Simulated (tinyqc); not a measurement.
Worked calculation: cyclotron resonance of ellipsoidal valleys, Ge type. Values are carried at full precision from step to step, so a last printed digit may differ when a step is redone from the rounded ones.

Valleys along [111], [-111], [1-11], [11-1], mass ml along the axis and mt across it. B lies in the (1-10) plane, b = (sin(theta)/sqrt2, sin(theta)/sqrt2, cos(theta)). For the angle phi between B and the axis, 1/mc^2 = cos^2(phi)/mt^2 + sin^2(phi)/(mt ml). Resonance: h nu = 2 muB B/mc, h = 2 pi hbar.

Constants: hbar = 6.58211957e-16 eV s; muB = 5.788381798e-05 eV/T.

Values chosen for the exercise (near those of Ge; shifted at random, so the results belong to these values and not to a real crystal):
- theta = 9 degrees (angle of B from [001] towards [110])
- ml = 1.524 m0 (longitudinal mass)
- mt = 0.083 m0 (transverse mass)
- nu = 24 GHz (microwave frequency)
- tau = 110 ps (scattering time)

## Angles to the valley axes

Give b and cos^2(phi) for each axis.

b: 0.1106  0.1106  0.9877

cos^2(phi): [111] 0.4872, [-111] 0.3252, [1-11] 0.3252, [11-1] 0.1958

## Cyclotron masses and resonance fields

For each axis, mc and B = h nu mc/(2 muB).

Resonances:

| axis | mc (m0) | B (T) |
|---|---|---|
| [111] | 0.1156 | 0.0992 |
| [-111] | 0.1380 | 0.1183 |
| [1-11] | 0.1380 | 0.1183 |
| [11-1] | 0.1696 | 0.1454 |

3 distinct masses appear; the limits are mt = 0.083 (B along the axis) and sqrt(ml mt) = 0.3557 (B across it).

## The same from the mass tensor

For the valley along [11-1]: M = mt 1 + (ml - mt) a a^T, and mc^2 = det M/(b M b).

M (m0):
```
         x        y        z
x   0.5633   0.4803  -0.4803
y   0.4803   0.5633  -0.4803
z  -0.4803  -0.4803   0.5633
```

det M = 0.010499
b M b = 0.3652
mc = 0.1696 m0

## Line shape

For linear polarisation and one isotropic mass the absorbed power goes as P = [1 + (w^2 + wc^2) tau^2]/([1 + (wc^2 - w^2) tau^2]^2 + 4 w^2 tau^2), w = 2 pi nu. List it for wc/w = 0, 0.5, 0.8, 0.9, 1, 1.1, 1.2, 1.5 and 2, which is B over the resonance field.

w tau = 16.588

Power:

| wc/w | P |
|---|---|
| 0.0 | 0.003621 |
| 0.5 | 0.007971 |
| 0.8 | 0.04221 |
| 0.9 | 0.1338 |
| 1.0 | 0.5005 |
| 1.1 | 0.1337 |
| 1.2 | 0.04202 |
| 1.5 | 0.007455 |
| 2.0 | 0.002012 |

The largest listed value lies at wc/w = 1.0, 138.2 times the zero-field value. With w tau well above 1 the line is sharp, of relative half width about 1/(w tau). The closest two lines of this crystal are 19.3 % apart, so they are resolved.

## Checks

- Rotation frequency of dv/dt = -M^-1 (v x b) for the valley along [11-1], in units of e B/m0, against 1/mc: both 5.8977.

tinyqc: `OMP_NUM_THREADS=1 python tinyqc.py 1282299 1282300 out.jsonl`; about 0.01 s, one thread, shared Intel(R) Xeon(R) Processor @ 2.30GHz.
